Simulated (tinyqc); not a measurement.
# Raman shift of the zone-centre optical phonon of a diamond-structure crystal under stress, step by step

A worked calculation. Computed by tinyqc, a small Python program that keeps every step. Command: `OMP_NUM_THREADS=1 python tinyqc.py 3000139 3000140 out.jsonl ramanstress walk`. One thread of a shared host (Intel(R) Xeon(R) Processor @ 2.30GHz), about 0.01 s of CPU time with the checks. Intermediate numbers are printed to about 7 digits and carried at full precision; extremes and crossings named in words are read from the listed rows.

Axes x, y, z are the cube axes. Strain shifts the threefold optical mode and can split it; p, q and r are the phonon deformation potentials.

Inputs (values chosen for the exercise, modelled on silicon): unstrained frequency omega_0 = 521.1 1/cm; p/omega_0^2 = -1.78; q/omega_0^2 = -2.3; r/omega_0^2 = -0.682; C11 = 163.3 GPa; C12 = 64.29 GPa; C44 = 80.09 GPa; stress sigma (tension positive) = -0.54 GPa; polarisation angle phi = 30 degree; temperature coefficient d omega/dT = -0.023 1/(cm K); local temperature T = 310 K; laser wavelength = 514.5 nm.

Stress state: biaxial. Axis: [001].

Constants: h = 6.62607015e-34 J s; c = 299792458 m/s; k_B = 1.380649e-23 J/K.

## Compliances

S11 = (C11 + C12)/D, S12 = -C12/D, D = (C11 - C12)(C11 + 2 C12), S44 = 1/C44.

S11 = 7.875348 1/TPa

S12 = -2.224641 1/TPa

S44 = 12.48595 1/TPa

## Stress and strain tensors

Equal biaxial stress in the plane normal to the axis (unit vector n): sigma_ij = sigma (delta_ij - n_i n_j). eps_xx = S11 sigma_xx + S12 (sigma_yy + sigma_zz), and cyclic; eps_xy = S44 sigma_xy/2 (tensor strain).

stress (GPa), rows x, y, z:
```
[[-0.54, 0.00, 0.00],
 [0.00, -0.54, 0.00],
 [0.00, 0.00, 0.00]]
```

strain (per mille), rows x, y, z:
```
[[-3.051382, 0.000000, 0.000000],
 [0.000000, -3.051382, 0.000000],
 [0.000000, 0.000000, 2.402613]]
```

volume strain = -3.700151 per mille

## Secular matrix and shifts

Secular matrix: M_xx = p eps_xx + q (eps_yy + eps_zz), M_xy = 2 r eps_xy; its eigenvalues are omega^2 - omega_0^2, and the shifts are these over 2 omega_0.

M/(2 omega_0) (1/cm), rows x, y, z:
```
[[1.803951, 0.000000, 0.000000],
 [0.000000, 1.803951, 0.000000],
 [0.000000, 0.000000, 2.542891]]
```

shifts, in rising order (1/cm): [1.803951, 1.803951, 2.542891]

The triplet splits into a singlet and a doublet. Compression hardens every mode.

## Mean shift and Grueneisen parameter

gamma = -(p + 2q)/(6 omega_0^2); the mean of the three shifts is -gamma omega_0 x (volume strain).

mode Grueneisen parameter gamma = 1.063333

mean shift = 2.050265 1/cm

## The line seen from a (001) surface

Backscattering from a (001) surface: incident polarisation (cos phi, sin phi, 0). With Raman tensors (R_z)_xy = (R_z)_yx = 1 and cyclic, only the z component u_z of a mode counts: I = u_z^2 sin^2(2 phi) for parallel and u_z^2 cos^2(2 phi) for crossed polarisers. An unresolved line sits at the intensity-weighted shift, which is M_zz/(2 omega_0).

total intensity, parallel = 0.75

total intensity, crossed = 0.25

shift of the observed line = 2.542891 1/cm

shift per stress = -4.709058 1/(cm GPa)

stress per shift = -212.3567 MPa cm

The z-polarised mode is an eigenmode here, so one line is seen.

## The same stress in different states

Uniaxial: sigma n n^T; biaxial: sigma (1 - n n^T); hydrostatic: sigma 1. The line seen from (001) is taken as unresolved, at the intensity-weighted shift M_zz/(2 omega_0).

Shifts (1/cm):
```
state                    lowest    middle   highest  line seen from (001)
uniaxial [100]         0.532506  1.271446  1.271446              1.271446
uniaxial [110]         0.302929  1.271446  1.501023              1.271446
uniaxial [001]         0.532506  1.271446  1.271446              0.532506
uniaxial [111]         0.625768  0.625768  1.823862              1.025132
biaxial, normal [001]  1.803951  1.803951  2.542891              2.542891
biaxial, normal [111]  1.251535  2.449629  2.449629              2.050265
hydrostatic            3.075397  3.075397  3.075397              3.075397
```

Seen from (001), uniaxial stress along [100] and along [110] give the same shift (1.271), and equal biaxial stress in the plane gives twice as much (2.543), since only sigma_xx + sigma_yy and sigma_zz enter M_zz. Stress along [001] gives 0.533. One measured shift therefore fixes the stress only once its state is assumed: read as uniaxial in the plane, a shift implies twice the stress that it does read as biaxial.

## Heating mistaken for stress

A temperature above 300 K shifts the line by (d omega/dT)(T - 300 K); divided by the shift per stress it poses as a stress; the total shift adds it to the shift of the observed line. The anti-Stokes to Stokes ratio is [(omega_L + omega_0)/(omega_L - omega_0)]^3 exp(-h c omega_0/(k_B T)) in photon counts, omega_L = 1/wavelength, resonance effects left out.

thermal shift = -0.23 1/cm

apparent stress from heating = 0.04884204 GPa

total shift = 2.312891 1/cm

anti-Stokes/Stokes ratio = 0.1045975

Heating poses as tension, 9 % of the true stress in size; the intensity ratio gives T apart from the shift.

Checks made by the program: mean of the eigenvalues against the trace rule (relative difference below 1e-10); weighted mean of the modes against M_zz (relative difference below 1e-10).
